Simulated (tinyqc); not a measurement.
Two regimes over temperature: microkinetic model of low-temperature epitaxy from hydride gases: adsorption, hydrogen desorption and rate control. Computed by tinyqc, a small Python program. Command: `OMP_NUM_THREADS=1 python tinyqc.py 3005035 3005036 out.jsonl hepi walk`. One thread of a shared host (Intel(R) Xeon(R) Processor @ 2.30GHz), about 0.01 s of CPU time with the checks.

Each hydride molecule needs two free sites and leaves four hydrogen atoms, of which two leave at once as H2; theta is the hydrogen coverage, the site density is 6.78 per nm^2 and one layer is 1.358 angstrom thick.

Inputs (values chosen for the exercise, close to those used for silane and germane, with second-order desorption as on Si(111) but the site density of Si(001)): silane pressure p_S = 3.7 Pa; sticking prefactor of silane s0 = 0.087; adsorption barrier E_s = 0.28 eV; desorption prefactor nu_d = 4.5e+11 1/s; desorption energy on silicon E_d = 2.16 eV; hydrogen carrier pressure p_H = 0 Pa; sticking of hydrogen s_H = 1.3e-08; germane pressure p_G = 0.16 Pa; sticking ratio of germane to silane r_G = 1.7; lowering of E_d per unit germanium fraction, dE = 0.5 eV.

Film: silicon-germanium. Order of hydrogen desorption: second.

Constants: k_B = 8.617333262e-05 eV/K; u = 1.6605390666e-27 kg; k_B = 1.380649e-23 J/K.

Method:
- Flux per site F = p/(sqrt(2 pi M k_B T) x 6.78e18 per m^2), M = 32.12 u (silane), 76.63 u (germane), 2.016 u (hydrogen); s = s0 exp(-E_s/(k_B T)); k_S = s F_S, k_G = r_G s F_G; germanium fraction x = k_G/(k_S + k_G); k = k_S + k_G; k_H = s_H F_H; k_d = nu_d exp(-(E_d - dE x)/(k_B T)).
- With k the hydride and k_H the hydrogen adsorption rate on free pairs and k_d the desorption rate, steady state: 2 (k + k_H)(1 - theta)^2 = k_d theta^2; growth rate R = k (1 - theta)^2 layers/s; 1 layer/s = 8.148 nm/min.
- Temperatures in kelvin are T(C) + 273.15.
- Limits: desorption-limited R = k_d k/(2 (k + k_H)), adsorption-limited R = k.

Growth:
```
T (C)    theta  G (nm/min)  desorption limit (nm/min)  adsorption limit (nm/min)
400    0.99823  1.8204e-04                 1.8268e-04                      58.17
450    0.99457  2.3086e-03                 2.3338e-03                      78.36
500    0.98566  2.0835e-02                 2.1446e-02                     101.34
550    0.96669  1.4066e-01                 1.5052e-01                     126.78
600    0.93109  7.3270e-01                 8.4516e-01                     154.31
650    0.87227  2.9951e+00                 3.9364e+00                     183.59
700    0.78722  9.7005e+00                 1.5653e+01                     214.25
750    0.68017  2.5162e+01                 5.4389e+01                     245.99
800    0.56264  5.3270e+01                 1.6827e+02                     278.49
850    0.44855  9.4727e+01                 4.7082e+02                     311.50
```

The apparent activation energy of G is 2.13 eV between the first rows and 1.20 eV between the last; full hydrogen cover gives a value near the desorption energy (plus E_s where k_H far exceeds k), a bare surface one near E_s less k_B T/2 from the flux. The coverage passes one half between 800 and 850 C, the knee of the Arrhenius plot.

Extremes, crossings and ranges named in words are read from the listed rows.
